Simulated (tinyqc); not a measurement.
# Electron continuity equation in a given potential, Scharfetter-Gummel discretisation, step by step

Computed by the program tinyqc: `OMP_NUM_THREADS=1 python tinyqc.py 2220147 2220148 out.jsonl`, one thread of a shared Intel Xeon 2.30GHz, about 0.01 s for the whole run. Printed values are rounded.

Steady state in one dimension: J = q mu n E + q D dn/dx with E = -dpsi/dx and D = mu Vt, dJ/dx = 0, fixed densities nL and nR at the ends. The potential is given, psi = U x/L, and is not changed by the electrons.

Values chosen for this exercise; mobility close to that of silicon at room temperature:
```
symbol,value,unit,meaning
T,300,K,temperature
mu,1350,cm^2/(V s),electron mobility
L,5.3,um,length of the region
nL,2.7e15,cm^-3,density at x = 0
nR,3.3e14,cm^-3,density at x = L
U,0.14,V,potential difference psi(L) - psi(0)
```

Constants: q = 1.602176634e-19 C, kB = 1.380649e-23 J/K, Vt = kB T/q. Results are converted to the units shown.

## Potential on the mesh

12 equal intervals, h = L/12; psi = U x/L.

psi, node 0 to 12 (V): 0.000000  0.011667  0.023333  0.035000  0.046667  0.058333  0.070000  0.081667  0.093333  0.105000  0.116667  0.128333  0.140000

## Bernoulli factors

d_i = (psi_(i+1) - psi_i)/Vt; B(d) = d/(exp(d) - 1), B(0) = 1. The flux on interval i is J_i = (q D/h) [n_(i+1) B(d_i) - n_i B(-d_i)].

```
interval       d_i    B(d_i)  B(-d_i)
0         0.451287  0.791271  1.24256
1         0.451287  0.791271  1.24256
2         0.451287  0.791271  1.24256
3         0.451287  0.791271  1.24256
4         0.451287  0.791271  1.24256
5         0.451287  0.791271  1.24256
6         0.451287  0.791271  1.24256
7         0.451287  0.791271  1.24256
8         0.451287  0.791271  1.24256
9         0.451287  0.791271  1.24256
10        0.451287  0.791271  1.24256
11        0.451287  0.791271  1.24256
```

The largest |d_i| is 0.451, below 2, so central differences would also keep densities positive.

## Tridiagonal system for the inner nodes

Row i (1 to 11): B(-d_(i-1)) n_(i-1) + b_i n_i + B(d_i) n_(i+1) = f_i with b_i = -B(-d_i) - B(d_(i-1)) and f_i = 0; the known end values are moved to the right: f_1 loses B(-d_0) nL and f_11 loses B(d_11) nR. h = L/12, D = mu Vt.

```
node  diagonal b  right side f (cm^-3)
1       -2.03383           -3.35491e15
2       -2.03383                     0
3       -2.03383                     0
4       -2.03383                     0
5       -2.03383                     0
6       -2.03383                     0
7       -2.03383                     0
8       -2.03383                     0
9       -2.03383                     0
10      -2.03383                     0
11      -2.03383           -2.61119e14
```

## Densities and current

B(d) = d/(exp(d) - 1) with d_i = (psi_(i+1) - psi_i)/Vt; b and f are the diagonal and right side of the balance equations. Solve B(-d_(i-1)) n_(i-1) + b_i n_i + B(d_i) n_(i+1) = f_i (end values already in f), then J_i = (q D/h) [n_(i+1) B(d_i) - n_i B(-d_i)], h = L/12, D = mu Vt.

n, node 0 to 12 (cm^-3): 2.7e15  2.69396e15  2.68448e15  2.66959e15  2.64621e15  2.60949e15  2.55183e15  2.46128e15  2.31910e15  2.09582e15  1.74520e15  1.19461e15  3.3e14
J, interval 0 to 11 (A/cm^2): -154.867  -154.867  -154.867  -154.867  -154.867  -154.867  -154.867  -154.867  -154.867  -154.867  -154.867  -154.867

Without sources J is the same on every interval. A mesh 200 times finer gives the same densities: for a potential that is linear on each interval and no sources the scheme is exact.

## Three discretisations compared

12 equal intervals. Fluxes J_i = (q D/h)(n_(i+1) P_i - n_i Q_i), d_i = (psi_(i+1) - psi_i)/Vt: Scharfetter-Gummel P = B(d), Q = B(-d), B(d) = d/(exp(d) - 1); central P = 1 - d/2, Q = 1 + d/2; upwind P = 1 + max(-d, 0), Q = 1 + max(d, 0). Balance at each inner node: J_i - J_(i-1) = 0. The reference is Scharfetter-Gummel on 2400 intervals.

Densities (cm^-3):
```
node  Scharfetter-Gummel   central    upwind  reference
0               2.700e15  2.700e15  2.700e15   2.700e15
1               2.694e15  2.694e15  2.688e15   2.694e15
2               2.684e15  2.686e15  2.670e15   2.684e15
3               2.670e15  2.671e15  2.644e15   2.670e15
4               2.646e15  2.649e15  2.606e15   2.646e15
5               2.609e15  2.614e15  2.551e15   2.609e15
6               2.552e15  2.558e15  2.471e15   2.552e15
7               2.461e15  2.470e15  2.355e15   2.461e15
8               2.319e15  2.330e15  2.187e15   2.319e15
9               2.096e15  2.110e15  1.943e15   2.096e15
10              1.745e15  1.760e15  1.589e15   1.745e15
11              1.195e15  1.206e15  1.076e15   1.195e15
12              3.300e14  3.300e14  3.300e14   3.300e14
```

Largest errors as a share of the largest reference density listed: Scharfetter-Gummel under 1e-7 %, central 0.54 %, upwind 5.8 %. The largest |d| is 0.451. Upwinding stays positive but acts as if D were larger by the factor 1 + |d|/2, up to 1.23 here.
